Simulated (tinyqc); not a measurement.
# Worked calculation: biaxially strained (001) channel, valley splitting in an inversion layer

tinyqc, about 0.02 s, one thread, Intel Xeon 2.30GHz (shared host): `OMP_NUM_THREADS=1 python tinyqc.py 2530048 2530049 out.jsonl` Printed values are rounded.

A thin layer grown on a relaxed buffer is stretched in the plane. The two valleys with their long axis along the growth direction (D2) sink against the four in-plane ones (D4); confinement in a triangular well splits them too. Only the lowest subband of each set is kept; one relaxation time, so the weakening of intervalley scattering is left out.

Values chosen for this exercise; values close to those of silicon on relaxed silicon-germanium: temperature T = 300 K; germanium share of the relaxed buffer x = 0.18; lattice mismatch per unit x b1 = 0.0418; elastic constant c11 = 165 GPa; elastic constant c12 = 62.6 GPa; shear deformation potential Xu = 9 eV; longitudinal mass ml = 0.913 m0; transverse mass mt = 0.195 m0; confining field F = 0.98 MV/cm; inversion density Ns = 1.3e12 cm^-2; Burgers vector bv = 0.384 nm.

Constants: q = 1.602176634e-19 C, kB = 1.380649e-23 J/K, hbar = 1.054571817e-34 J s, m0 = 9.1093837015e-31 kg, Vt = kB T/q, hbar^2/(2 m0) = 0.0380998212 eV nm^2. Results are converted to the units shown.

## Strain, stress and splitting

e_par = b1 x, e_perp = -2 (c12/c11) e_par, splitting D = Xu (e_par - e_perp), in-plane stress (c11 + c12 - 2 c12^2/c11) e_par.

e_par = 0.7524 %
e_perp = -0.570912 %
D = 119.098 meV
stress = 1.35507 GPa

## Subband edges and densities of states

Levels E(m) = 2.33811 (hbar^2 q^2 F^2/(2 m))^(1/3): E2 = E(ml), E4 = E(mt) + D; N2 = 2 mt kB T/(pi hbar^2), N4 = 4 sqrt(mt ml) kB T/(pi hbar^2).

E2 = 0.172385 eV
E4 = 0.407487 eV
N2 = 4.21169e12 cm^-2
N4 = 1.82265e13 cm^-2

Of the gap E4 - E2 = 235 meV, confinement gives 116 meV.

## Iteration 1: critical thickness by substitution

h at the start = 100 nm

Critical thickness (Matthews-Blakeslee, 60-degree dislocations): h = bv (1 - nu/4)[ln(h/bv) + 1]/(4 pi e_par (1 + nu)), nu = c12/(c11 + c12). The right side gives h(new); e_par = b1 x.

h after iteration 1 = 19.4654 nm

## Iteration 2: critical thickness by substitution

As before.

h after iteration 2 = 14.6110 nm

## Course of the iteration: critical thickness by substitution

Stop when h changes by less than 1e-7 nm, or after 60 iterations.

Course of the iteration:
```
iteration   h (nm)  |change| (nm)
1          19.4654           80.5
2          14.6110           4.85
3          13.7601          0.851
4          13.5822          0.178
5          13.5435         0.0386
6          13.5351        8.45e-3
7          13.5332        1.85e-3
8          13.5328        4.06e-4
9          13.5327        8.89e-5
10         13.5327        1.95e-5
11         13.5327        4.27e-6
12         13.5327        9.36e-7
13         13.5327        2.05e-7
14         13.5327        4.50e-8
```

Converged in 14 iterations. At the end each change is about 0.22 times the one before: linear convergence.

## Share of the light valleys and conductivity mass

EF = 0.146071 eV

EF solves Ns = N2 ln(1 + exp((EF - E2)/Vt)) + N4 ln(1 + exp((EF - E4)/Vt)); f2 is the share in D2, and 1/mc = f2/mt + (1 - f2)(1/mt + 1/ml)/2.

f2 = 0.999431
mc = 0.195044 m0

Without strain f2 would be 0.947 and mc 0.199 m0, so repopulation alone gains 2.1 % in mobility.
